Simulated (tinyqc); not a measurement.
Comparisons within one model: fitting sp3s* parameters to three gaps by Newton steps. A value that a table varies takes the place of the one given here.

sp3s* tight binding, nearest neighbours only: anion (a) at 0, cation (c) at a/4 (1,1,1), orbitals s, px, py, pz, s* on each; k in units of 2 pi/a. With phases e_j = exp(i (pi/2) k.n_j) for n = (1,1,1), (1,-1,-1), (-1,1,-1), (-1,-1,1): g0 = (e1+e2+e3+e4)/4, g1 = (e1+e2-e3-e4)/4, g2 = (e1-e2+e3-e4)/4, g3 = (e1-e2-e3+e4)/4. The diagonal holds the levels Esa, Epa, Exa (s*) and Esc, Epc, Exc. Anion-cation block: <sa|sc> = Vss g0; <sa|xc> = Vsapc g1; <xa|sc> = -Vscpa g1; <xa|xc> = Vxx g0; <xa|yc> = <ya|xc> = Vxy g3, <xa|zc> = <za|xc> = Vxy g2, <ya|zc> = <za|yc> = Vxy g1; <s*a|xc> = Vxapc g1; <xa|s*c> = -Vpaxc g1; y and z take g2 and g3 in place of g1; s-s* and s*-s* vanish.

Gaps are level 5 at Gamma, X = (1,0,0) and L = (1/2,1/2,1/2) less level 4 at Gamma; no spin-orbit coupling. Free parameters: Vss, Exa and Exc. H is linear in them, so by Hellmann-Feynman J_ij = <u|dH/dp_j|u> for level 5 at point i less the same for level 4 at Gamma. Newton: p(new) = p + J^-1 (target - gaps); stop when all misses are below 1e-7 eV.

Constants: hbar^2/2m0 = 3.80998211 eV angstrom^2.

Inputs chosen for the exercise (out of a larger set: near a published set for InP, fitted to gaps, whose masses and valley positions are rough; not measured data): p = (-8.559, 0.876, -1.483, 4.039, 8.275, 7.045, -5.373, 1.882, 4.248, 2.221, 5.565, 3.462, 4.493) eV (start, order Esa, Epa, Esc, Epc, Exa, Exc, Vss, Vxx, Vxy, Vsapc, Vscpa, Vxapc, Vpaxc); tg = (1.2008, 2.3872, 1.8109) eV (target gaps at Gamma, X, L); a = 5.875 angstrom (lattice constant).

## Equal gaps, different models

The same three targets are met with other triples of free parameters (those for which Newton converges within 3 eV of the start). Not fitted: level 5 at K = (3/4,3/4,0) above Ev, the spacing of levels 6 and 5 at X, the depth of level 2 at X below Ev, the valence width at Gamma, and the mass c q^2/(E(q) - E(0)) of level 5 along [100], q = 0.002 (2 pi/a), c = hbar^2/2m0.

Unfitted results:

| free parameters | largest change (eV) | K (eV) | X spacing (eV) | level 2 at X (eV) | valence width (eV) | mass (m0) |
|---|---|---|---|---|---|---|
| start | 0.000 | 2.364 | 0.510 | 6.624 | 11.453 | 0.1236 |
| Vss, Vxapc, Vpaxc | 0.256 | 2.318 | 0.540 | 6.633 | 11.241 | 0.1006 |
| Esc, Vxapc, Vpaxc | 0.565 | 2.333 | 0.786 | 6.620 | 11.516 | 0.1029 |
| Vss, Vsapc, Vpaxc | 0.256 | 2.329 | 0.706 | 6.553 | 11.241 | 0.1025 |
| Esa, Vxapc, Vscpa | 1.001 | 2.321 | 0.583 | 6.659 | 12.242 | 0.0984 |
| Vss, Exa, Exc | 0.256 | 2.318 | 0.525 | 6.629 | 11.241 | 0.1006 |
| Esc, Vsapc, Exc | 2.916 | 2.343 | 1.168 | 6.658 | 11.516 | 0.1049 |

What does this show?

All fitted rows have the same three gaps, yet they spread by 25 meV at K, 643 meV in the X spacing, 105 meV in level 2 at X, 1001 meV in the valence width and 6.4 % in the mass. The smallest change of parameters, 0.256 eV, is that of Vss, Vxapc, Vpaxc; Vss, Vsapc, Vpaxc; Vss, Exa, Exc. A fit fixes what it was given and leaves the rest to the choice of free parameters.

## How errors in the targets pass to the parameters

J:
```
            Vss      Exa      Exc
Gamma  -0.83519  0.00000  0.00000
X       0.00000  0.25243  0.00000
L      -0.16851  0.07235  0.04707
```

The gaps at Gamma, X and L of an sp3s* model are fitted with Vss, Exa and Exc; J holds the derivatives of the gaps by these parameters at the start. The change of each parameter for +10 meV on one target is 10 J^-1, in meV.

Shifts (meV):

| target raised | Vss | Exa | Exc |
|---|---|---|---|
| Gamma | -12.0 | 0.0 | -42.9 |
| X | 0.0 | 39.6 | -60.9 |
| L | 0.0 | 0.0 | 212.4 |

root sum of squares (meV): Vss 12.0, Exa 39.6, Exc 225.1

What does this show?

Independent errors of 10 meV leave Exc least certain (225 meV) and Vss best fixed (12.0 meV). The largest single entry, 212 meV, comes from the target at L.

Program tinyqc; command `OMP_NUM_THREADS=1 python tinyqc.py 1482168 1482169 out.jsonl`; about 0.1 s on one thread of a shared Intel(R) Xeon(R) Processor @ 2.30GHz.
